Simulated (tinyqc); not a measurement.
MOSFET in the linear regime without short-channel effects, parameter extraction from computed curves: two steps of the calculation.

Inversion charge Q = Cox n Vt W0(exp((Vg - VT)/(n Vt))), W0 the Lambert function and n = nf; u = Q/Cox; mobility mu = mu0/(1 + th1 u + th2 u^2); channel resistance Rch = (L - dL)/(W mu Q); Id = Vd/(Rch + Rsd/W). Cox = eps0 eox/tox. Small Vd, no channel-length or drain effects.

Inputs (values chosen for the exercise); channel values of the order met in silicon transistors: temperature T = 77 K; relative permittivity of the gate insulator (close to silicon dioxide) eox = 3.9; insulator thickness tox = 2.3 nm; low-field mobility mu0 = 200 cm^2/(V s); first mobility attenuation factor th1 = 0.53 1/V; second mobility attenuation factor th2 = 0 1/V^2; threshold voltage VT = 0.6 V; body factor nf = 1.48; gate width W = 1 um; drawn gate length L = 0.25 um; drawn less effective length dL = 0.008 um; source plus drain resistance Rsd = 440 ohm um; drain voltage Vd = 0.01 V.

Constants: q = 1.602176634e-19 C, kB = 1.380649e-23 J/K, Vt = kB T/q, eps0 = 8.8541878128e-14 F/cm where lengths are in cm. Results are converted to the units shown.

Problem 1. Transfer curve. u, mu, Rch and Id as defined.

Vg, point 0 to 9 (V): 0.3  0.45  0.6  0.75  0.9  1.05  1.2  1.35  1.5  1.65

Find: u; mu; Rch; Id.

Solution 1.

```
point       u (V)  mu (cm^2/(V s))  Rch (ohm)     Id (uA)
0      5.3076e-16           200.00  1.5185e18  6.5856e-15
1       2.2830e-9           200.00  3.5301e11   2.8328e-8
2       0.0055695           199.41   1.4513e5    0.068695
3         0.12502           187.57     6873.7      1.3673
4         0.26755           175.16     3439.5      2.5777
5         0.41328           164.06     2377.3      3.5495
6         0.56029           154.21     1865.6      4.3373
7         0.70799           145.43     1565.5      4.9863
8         0.85612           137.58     1368.5      5.5294
9          1.0046           130.51     1229.4      5.9901
```

Problem 2. The Y function. Y_i = Id_i/sqrt(gm_i). For Id = beta Vd x/(1 + th x), x = Vg - VT, Y = sqrt(beta Vd) x whatever th. Slope s from points 5 and 8; VT_Y = Vg - Y/s at point 8; beta = s^2/Vd; mobility beta L/(W Cox) with the drawn L; th* = (beta Vd x/Id - 1)/x at point 8.

```
point  Vg (V)        Id (uA)
0         0.3  6.5856117e-15
1        0.45   2.8327659e-8
2         0.6    0.068694743
3        0.75      1.3672897
4         0.9      2.5776694
5        1.05      3.5495469
6         1.2      4.3373069
7        1.35      4.9863149
8         1.5      5.5293757
9        1.65      5.9900783
```

gm, point 1 to 8 (uS): 0.22898248  4.5576322  8.3632488  7.2741906  5.8654584  4.7892267  3.9735627  3.3458781

Give: Y; s; VT_Y; beta; mobility from Y; th*.

Solution 2.

Y, point 1 to 8 (uA^0.5 V^0.5): 5.920e-8  0.03218  0.4728  0.9557  1.466  1.982  2.501  3.023
s = 3.461 uA^0.5 V^-0.5
VT_Y = 0.6265 V
beta = 1198 uA/V^2
mobility from Y = 199.4 cm^2/(V s)
th* = 1.021 1/V

The mobility from Y is 3.5 % below mu0 L/(L - dL) = 207 cm^2/(V s), which it should reach in deep inversion when th2 = 0.

Computed by the program tinyqc: `OMP_NUM_THREADS=1 python tinyqc.py 2210119 2210120 out.jsonl`, one thread of a shared Intel Xeon 2.30GHz, about 0.01 s for the whole run.
